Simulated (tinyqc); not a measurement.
# Worked calculation: floating body of a partially depleted SOI transistor: body voltage and kink

Program tinyqc, `OMP_NUM_THREADS=1 python tinyqc.py 2182237 2182238 out.jsonl`; Intel Xeon 2.30GHz, shared host, one thread, about 0.2 s. Printed values are rounded.

Source at 0 V. Channel current Ic = 2 nf K Vt^2 [F(0) - F(Vd)](1 + la Vd), F(V) = ln^2(1 + exp((Vg - VT - nf V)/(2 nf Vt))), VT = VT0 - gb Vb. Saturation voltage Vs = 2 Vt sqrt(F(0)) + 3 Vt, excess Ve = (Vd - Vs + sqrt((Vd - Vs)^2 + 0.0004 V^2))/2, multiplication M1 = Ai Ve exp(-Bl/Ve). Each junction passes D(v) = J1 (exp(v/Vt) - 1) + J2 (exp(v/(2 Vt)) - 1). Bipolar current Ib = bb J1 (exp(Vb/Vt) - 1). The body settles where M1 (Ic + Ib) = D(Vb) + D(Vb - Vd) + Vb/Rb; drain current Id = (1 + M1)(Ic + Ib) - D(Vb - Vd).

Parameters, values chosen for the exercise; values of the order met in partially depleted silicon-on-insulator transistors: temperature T = 358 K; threshold at zero body voltage VT0 = 0.39 V; fall of the threshold per volt of body voltage gb = 0.11; slope factor nf = 1.2; gain factor per width K = 410 uA/(V^2 um); channel-length modulation factor la = 0.08 1/V; impact-ionisation prefactor Ai = 2.5 1/V; impact-ionisation voltage Bl = 8.8 V; diffusion saturation current of each junction J1 = 8.1e-11 uA/um; recombination saturation current of each junction J2 = 2e-8 uA/um; gain of the lateral bipolar transistor on the diffusion current bb = 3; resistance of a weak body tie to the source (1e9 stands for no tie, and the term is then dropped) Rb = 1e9 kohm um; gate voltage Vg = 0.95 V; drain voltage Vd = 1.7 V.

Constants: q = 1.602176634e-19 C, kB = 1.380649e-23 J/K, Vt = kB T/q. Results are converted to the units shown.

Range of the model: The multiplication law is an empirical form chosen for the exercise; self-heating and capacitive coupling to the body are left out, and the linear laws are rough once Vb passes about 0.7 V or M1 about 0.1.

## Starting value

Vb = 0.55 V.

Vb at the start = 0.55 V

## Iteration 1: new Vb

Current into the body I_in = M1 (Ic + Ib) - D(Vb - Vd), current out I_out = D(Vb) + Vb/Rb; f = ln(I_in/I_out), s = df/dVb by central differences over 1e-5 V, Vb(new) = Vb - f/s.

Ic = 74.72368 uA/um
Ve = 1.090444 V
M1 = 8.525907e-4
I_in = 0.06372019 uA/um
I_out = 0.004627493 uA/um
f = 2.622486
s = -32.29612 1/V
Vb after iteration 1 = 0.6312013 V

## Iteration 2: new Vb

As before.

Ic = 76.88994 uA/um
Ve = 1.083003 V
M1 = 8.010979e-4
I_in = 0.06174605 uA/um
I_out = 0.06282462 uA/um
f = -0.01731711
s = -32.61682 1/V
Vb after iteration 2 = 0.6306704 V

## Course of the iteration

Stop when the step is below 1e-10 V, or after 40 iterations.

Course of the iteration:

| iteration | Vb before the step (V) | step (V) |
|---|---|---|
| 1 | 0.55 | 0.0812 |
| 2 | 0.6312013 | -5.31e-4 |
| 3 | 0.6306704 | -7.27e-11 |

Converged in 3 iterations.

## Drain current with floating and with grounded body

converged Vb = 0.6306704 V

Id and VT at the converged Vb, Id at Vb = 0, their ratio, and the bipolar share Ib/(Ic + Ib).

VT = 0.3206263 V
Id, floating = 77.12106 uA/um
Id, grounded = 60.94521 uA/um
ratio = 1.265416
bipolar share = 0.2382877 %

The body rises to 0.631 V and lowers the threshold by 69.4 mV.
